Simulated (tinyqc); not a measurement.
Pariser-Parr-Pople SCF with singles CI, for the molecule OC1=CC=CC=CC=C1 (SMILES; centres numbered as the heavy atoms are written), step by step. One step of it, computed by the program tinyqc.

Question. Iteration 2: Fock matrix. F_rr = H_rr + P_rr gamma_rr / 2 + sum_(s != r) P_ss gamma_rs; F_rs = H_rs - P_rs gamma_rs / 2; E = tr P (H + F) / 2 + core repulsion sum_(r<s) z_r z_s gamma_rs.

P after iteration 1:
```
           1O         2C         3C         4C         5C         6C         7C         8C
1O   1.860230   0.381428  -0.131374  -0.163220   0.039803   0.153456   0.039803  -0.163220
2C   0.381428   0.843531   0.568099   0.221069  -0.112666  -0.247844  -0.112666   0.221069
3C  -0.131374   0.568099   1.297112   0.585531  -0.240343  -0.111434   0.244625  -0.042440
4C  -0.163220   0.221069   0.585531   0.780043   0.639798   0.240616  -0.138401  -0.212289
5C   0.039803  -0.112666  -0.240343   0.639798   1.188108   0.599795  -0.210907  -0.138401
6C   0.153456  -0.247844  -0.111434   0.240616   0.599795   0.765714   0.599795   0.240616
7C   0.039803  -0.112666   0.244625  -0.138401  -0.210907   0.599795   1.188108   0.639798
8C  -0.163220   0.221069  -0.042440  -0.212289  -0.138401   0.240616   0.639798   0.780043
9C  -0.131374   0.568099  -0.311541  -0.042440   0.244625  -0.111434  -0.240343   0.585531

           9C
1O  -0.131374
2C   0.568099
3C  -0.311541
4C  -0.042440
5C   0.244625
6C  -0.111434
7C  -0.240343
8C   0.585531
9C   1.297112
```

core matrix H (eV):
```
            1O          2C          3C          4C          5C          6C          7C          8C
1O  -62.129725   -2.240000    0.000000    0.000000    0.000000    0.000000    0.000000    0.000000
2C   -2.240000  -50.963464   -2.390000    0.000000    0.000000    0.000000    0.000000    0.000000
3C    0.000000   -2.390000  -47.315571   -2.390000    0.000000    0.000000    0.000000    0.000000
4C    0.000000    0.000000   -2.390000  -44.612394   -2.390000    0.000000    0.000000    0.000000
5C    0.000000    0.000000    0.000000   -2.390000  -43.501117   -2.390000    0.000000    0.000000
6C    0.000000    0.000000    0.000000    0.000000   -2.390000  -43.191729   -2.390000    0.000000
7C    0.000000    0.000000    0.000000    0.000000    0.000000   -2.390000  -43.501117   -2.390000
8C    0.000000    0.000000    0.000000    0.000000    0.000000    0.000000   -2.390000  -44.612394
9C    0.000000   -2.390000    0.000000    0.000000    0.000000    0.000000    0.000000   -2.390000

            9C
1O    0.000000
2C   -2.390000
3C    0.000000
4C    0.000000
5C    0.000000
6C    0.000000
7C    0.000000
8C   -2.390000
9C  -47.315571
```

repulsion gamma_rs (eV):
```
           1O         2C         3C         4C         5C         6C         7C         8C
1O  21.500000   6.308436   4.486084   3.134703   2.577889   2.423937   2.577889   3.134703
2C   6.308436  11.130000   5.346905   3.710899   3.081502   2.907980   3.081502   3.710899
3C   4.486084   5.346905  11.130000   5.344312   3.710514   3.080893   2.908060   3.081250
4C   3.134703   3.710899   5.344312  11.130000   5.346145   3.710899   3.081502   2.907980
5C   2.577889   3.081502   3.710514   5.346145  11.130000   5.346145   3.711470   3.081502
6C   2.423937   2.907980   3.080893   3.710899   5.346145  11.130000   5.346145   3.710899
7C   2.577889   3.081502   2.908060   3.081502   3.711470   5.346145  11.130000   5.346145
8C   3.134703   3.710899   3.081250   2.907980   3.081502   3.710899   5.346145  11.130000
9C   4.486084   5.346905   3.711470   3.081250   2.908060   3.080893   3.710514   5.344312

           9C
1O   4.486084
2C   5.346905
3C   3.711470
4C   3.081250
5C   2.908060
6C   3.080893
7C   3.710514
8C   5.344312
9C  11.130000
```

Centres (angstrom, eV; a flat drawing with bonds scaled to 1.40 angstrom):
```
centre          x          y  core charge z          W   gamma_rr
1O       2.870000   0.000000              2  33.000000  21.500000
2C       1.470000   0.000000              1  11.160000  11.130000
3C       0.935000   1.293000              1  11.160000  11.130000
4C      -0.359000   1.829000              1  11.160000  11.130000
5C      -1.652000   1.293000              1  11.160000  11.130000
6C      -2.188000   0.000000              1  11.160000  11.130000
7C      -1.652000  -1.293000              1  11.160000  11.130000
8C      -0.359000  -1.829000              1  11.160000  11.130000
9C       0.935000  -1.293000              1  11.160000  11.130000
```

Give: F; pi energy.

Answer.

F (eV):
```
          1O       2C       3C       4C       5C       6C       7C       8C
1O  -12.3009  -3.4431   0.2947   0.2558  -0.0513  -0.1860  -0.0513   0.2558
2C   -3.4431  -5.3247  -3.9088  -0.4102   0.1736   0.3604   0.1736  -0.4102
3C    0.2947  -3.9088  -5.6326  -3.9546   0.4459   0.1717  -0.3557   0.0654
4C    0.2558  -0.4102  -3.9546  -5.2582  -4.1002  -0.4465   0.2132   0.3087
5C   -0.0513   0.1736   0.4459  -4.1002  -5.8323  -3.9933   0.3914   0.2132
6C   -0.1860   0.3604   0.1717  -0.4465  -3.9933  -5.4830  -3.9933  -0.4465
7C   -0.0513   0.1736  -0.3557   0.2132   0.3914  -3.9933  -5.8323  -4.1002
8C    0.2558  -0.4102   0.0654   0.3087   0.2132  -0.4465  -4.1002  -5.2582
9C    0.2947  -3.9088   0.5781   0.0654  -0.3557   0.1717   0.4459  -3.9546

         9C
1O   0.2947
2C  -3.9088
3C   0.5781
4C   0.0654
5C  -0.3557
6C   0.1717
7C   0.4459
8C  -3.9546
9C  -5.6326
```

pi energy = -145.0569 eV
